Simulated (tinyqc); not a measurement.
# Undoped gate-all-around wire MOSFET, analytic charge model: several studies

An undoped round wire of radius R under an insulator shell and a surrounding gate; long channel, electrons only, n = ni exp((psi - V)/Vt) with V the quasi-Fermi potential (0 at the source, Vd at the drain), constant mobility, no quantisation. The radial Poisson equation gives n(r) = n(0)/(1 - (1 - b) r^2/R^2)^2 with b = Q0/(Q + Q0). Q is the electron charge per area of the wire surface.

Parameters, values chosen for the exercise; material values close to those of In0.53Ga0.47As: temperature T = 300 K; band gap Eg = 0.731 eV; relative permittivity of the semiconductor eps_r = 13.9; conduction-band density of states at T Nc = 2.11e17 cm^-3; valence-band density of states at T Nv = 7.75e18 cm^-3; relative permittivity of the gate insulator eox = 3.83; insulator thickness tox = 1.4 nm; wire radius R = 3 nm; gate work function less that of the intrinsic body dphi = -0.02 V; channel mobility mu = 110 cm^2/(V s); gate length L = 0.1 um; drain voltage Vd = 0.1 V.

Constants: q = 1.602176634e-19 C, kB = 1.380649e-23 J/K, Vt = kB T/q, eps0 = 8.8541878128e-14 F/cm where lengths are in cm. Results are converted to the units shown.

Each table varies one quantity; the others keep the values above.

## Transfer curve and volume inversion

ni = sqrt(Nc Nv) exp(-Eg/(2 Vt)), Eg in volts; Cox = eps0 eox/(R ln(1 + tox/R)); Q0 = 4 eps0 eps_r Vt/R; V0 = dphi + Vt ln[8 eps0 eps_r Vt/(q ni R^2)]. Q solves Vg - V0 - V = Q/Cox + Vt ln(Q/Q0) + Vt ln(1 + Q/Q0). I = mu (2 pi R/L)[2 Vt (Qs - Qd) + (Qs^2 - Qd^2)/(2 Cox) + Vt Q0 ln((Qd + Q0)/(Qs + Q0))], with Qs at V = 0 and Qd at V = Vd. The drop is psi(surface) - psi(centre) at the source end; C = dQs/dVg, Cg = Cox, drop = 2 Vt ln(1 + Qs/Q0); gm = dI/dVg.

Transfer curve and volume inversion:
```
Vg (V),Qs (nC/cm^2),drop (mV),C/Cg,I (uA),gm/I (1/V)
0.11,0.003399,4.143e-4,4.454e-5,1.784e-6,38.68
0.22,0.2386,0.02907,0.003116,1.255e-4,38.61
0.34,18.64,2.223,0.1899,0.01115,33.71
0.45,158.8,16.44,0.6206,0.1707,16.27
0.56,389.6,33.68,0.7754,0.5812,7.567
0.67,653.4,48.20,0.8420,1.102,4.530
0.79,959.2,61.12,0.8813,1.722,3.081
0.9,1249,70.96,0.9036,2.315,2.364
1.01,1545,79.38,0.9190,2.924,1.910
```

What does the table show?

The current rises from 1.78e-6 to 2.92 uA. In the first row gm/I is 38.7 1/V, within 0.01 % of 1/Vt: with no depletion charge the whole body follows the gate, and the swing is ideal. The drop between surface and centre goes from 4.1e-4 to 79.4 mV and passes Vt at Vg = 0.56 V among the rows; below that the density varies across the body by less than a factor of e (volume inversion). C reaches 0.92 of Cg in the last row. For Vg = 0.34 to 1.01 V the surface density at the source passes 0.3 Nc, where Boltzmann statistics fail. In every row the body is thin enough for quantum confinement, left out here, to raise the threshold.

## Effect of the wire radius

I = mu (2 pi R/L)[2 Vt (Qs - Qd) + (Qs^2 - Qd^2)/(2 Cox) + Vt Q0 ln((Qd + Q0)/(Qs + Q0))], with Qs at V = 0 and Qd at V = Vd.  I(low) is taken at Vg = 0.16 V, Qs and I(high) at Vg = 0.91 V.

Results:
```
R (nm),V0 (V),I(low) (nA),Qs(high) (nC/cm^2),I(high) (uA)
1,0.47016,0.0013712,1599.3,0.98415
1.4,0.45277,0.0026874,1467.7,1.2674
2,0.43432,0.0054843,1362.5,1.6843
3.8,0.40114,0.019795,1237.9,2.9156
5.4,0.38297,0.039969,1194.5,4.0023
7.5,0.36598,0.077083,1164.8,5.4252
```

Estimate the missing row, R = 2.7 nm.

Computed row:
```
R (nm),V0 (V),I(low) (nA),Qs(high) (nC/cm^2),I(high) (uA)
2.7,0.41881,0.0099945,1295.5,2.1651
```

With this row back in the table: As R goes from 1 to 7.5 nm, I(low) rises from 0.00137 to 0.0771 nA and I(high) rises from 0.984 to 5.43 uA. On average I(low) goes as R^(2.00) and I(high) goes as R^(0.85). Below threshold the charge is proportional to the cross-section of the body; above it the insulator sets the charge. In every row the surface density at the source at the higher gate voltage passes 0.3 Nc, where Boltzmann statistics fail. For R = 1 to 5.4 nm the body is thin enough for quantum confinement, left out here, to raise the threshold.

## Effect of the gate work function less that of the intrinsic body

Same model as above.

Effect of the gate work function less that of the intrinsic body:
```
dphi (V),V0 (V),I(low) (nA),Qs(high) (nC/cm^2),I(high) (uA)
-0.17,0.2634,3.861,1681,3.204
-0.12,0.3134,0.5854,1545,2.924
-0.07,0.3634,0.08526,1410,2.646
-0.02,0.4134,0.01234,1276,2.370
0.03,0.4634,0.001784,1143,2.098
0.08,0.5134,2.579e-4,1011,1.828
0.13,0.5634,3.728e-5,881.5,1.564
```

As dphi goes from -0.17 to 0.13 V, I(low) falls from 3.86 to 3.73e-5 nA and I(high) falls from 3.20 to 1.56 uA. V0 rises from 0.263 to 0.563 V. In every row the surface density at the source at the higher gate voltage passes 0.3 Nc, where Boltzmann statistics fail. In every row the body is thin enough for quantum confinement, left out here, to raise the threshold.

Computed by the program tinyqc: `OMP_NUM_THREADS=1 python tinyqc.py 2460090 2460091 out.jsonl`, one thread of a shared Intel Xeon 2.30GHz, about 0.02 s for the whole run.
